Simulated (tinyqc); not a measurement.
# Ballistic Schottky-barrier transistor with a one-dimensional channel, WKB contacts: two studies

Source Fermi level 0, drain Fermi level -Vd. Far from the contacts Ec = pn - psi, and the gate moves psi one to one; the band edges relax as exp(-x/lam) from pn at the source and pn - Vd at the drain; Ev = Ec - Eg. A carrier of energy w inside the channel band meets at a contact a barrier of height D (the contact edge beyond the channel edge): T = 1 for w >= D, else exp(-S), S = 4 lam sqrt(m/C) [sqrt(D - w) - sqrt(w) arctan sqrt((D - w)/w)], C = hbar^2/(2 m0). The two contacts combine as Ts Td/(Ts + Td - Ts Td).

Parameters, values chosen for the exercise; channel values close to those of a germanium nanowire:
```
symbol  value  unit                                 meaning
T         300     K                             temperature
Eg       0.66    eV                                band gap
pn       0.59    eV  barrier for electrons at both contacts
mn       0.12    m0                           electron mass
mp       0.15    m0                               hole mass
g           2                           valleys or subbands
lam       1.8    nm        screening length at the contacts
Vd        0.3     V                              drain bias
```

Constants: q = 1.602176634e-19 C, kB = 1.380649e-23 J/K, hbar = 1.054571817e-34 J s, h = 6.62607015e-34 J s, m0 = 9.1093837015e-31 kg, Vt = kB T/q, hbar^2/(2 m0) = 0.0380998212 eV nm^2. Results are converted to the units shown.

Each table varies one quantity; the others keep the values above.

## Ambipolar transfer curve

I = g (2 q^2/h) int T(w) [f(Es + w) - f(Ed + w)] dw, f(y) = 1/(1 + exp(y/Vt)). Electrons: Ds = psi, Dd = psi - Vd, Es = Ec, Ed = Ec + Vd. Holes: Ds = -psi, Dd = Vd - psi, Es = -Ev, Ed = -Ev - Vd. The size of each current is taken; both flow from drain to source and add. The integrals are converged. Swing = d(psi)/d(log10 I).

Results:
```
ps (V)	electrons (uA)	holes (uA)	I (uA)	swing (mV/decade)
-0.06	4.822e-11	11.63	11.63	-718.8
0.02	8.720e-10	8.583	8.583	-511.8
0.09	4.940e-9	5.877	5.877	-352.4
0.16	2.945e-8	3.281	3.281	-217.0
0.31	1.822e-6	0.1775	0.1775	-60.86
0.38	1.379e-5	0.01208	0.01210	-59.74
0.45	1.084e-4	8.069e-4	9.153e-4	-75.29
0.52	8.749e-4	5.382e-5	9.287e-4	89.02
0.6	0.008589	2.438e-6	0.008592	88.86
0.67	0.04022	1.626e-7	0.04022	126.1
0.74	0.1174	1.084e-8	0.1174	179.7
```

Estimate the missing row, ps = 0.23 V.

Computed row:
```
ps (V)	electrons (uA)	holes (uA)	I (uA)	swing (mV/decade)
0.23	1.930e-7	1.226	1.226	-128.8
```

With this row back in the table: I goes from 11.6 through a minimum of 9.15e-4 (at ps = 0.45 V among the rows listed) to 0.117 uA; the exact minimum lies at psi = 0.483 V. Holes carry the left branch and electrons the right. The ratio of the last row to the smallest is 128 and of the first row 12700, with barriers of 0.59 eV for electrons and 0.0700 eV for holes. The steepest swing among the rows is 59.7 mV/decade, against the thermionic limit 59.5.

## Barrier height from the temperature dependence

Same model as above.

The apparent barrier is -d ln(I_e/T^1)/d(q/kB T), taken between T - 10 K and T + 10 K for the electron current.

Barrier height from the temperature dependence:
```
ps (V)	electrons (uA)	Ec (eV)	apparent barrier (eV)
-0.25	3.10e-14	0.840	0.840
-0.18	4.65e-13	0.770	0.770
-0.11	6.97e-12	0.700	0.700
-0.04	1.05e-10	0.630	0.630
0	4.91e-10	0.590	0.590
0.1	6.34e-9	0.490	0.513
0.17	3.83e-8	0.420	0.453
0.24	2.54e-7	0.350	0.388
0.31	1.82e-6	0.280	0.322
0.38	1.38e-5	0.210	0.255
0.45	1.08e-4	0.140	0.188
```

Read the table: what changes, and by how much?

For psi < 0 the channel edge is the highest point, and the apparent barrier follows Ec one to one (0.840 eV against 0.840). At flat band it is 0.590 eV (psi = 0 V), near pn = 0.59 eV. Beyond, the top stays at pn but tunnelling lowers the apparent value to 0.188 eV in the last row, so only the point where the line bends gives the true barrier.

Range of the model: No scattering, image-force lowering, channel charge or band-to-band tunnelling; parabolic kappa overstates S deep in the gap.

tinyqc, about 0.03 s, one thread, Intel Xeon 2.30GHz (shared host): `OMP_NUM_THREADS=1 python tinyqc.py 2390016 2390017 out.jsonl`
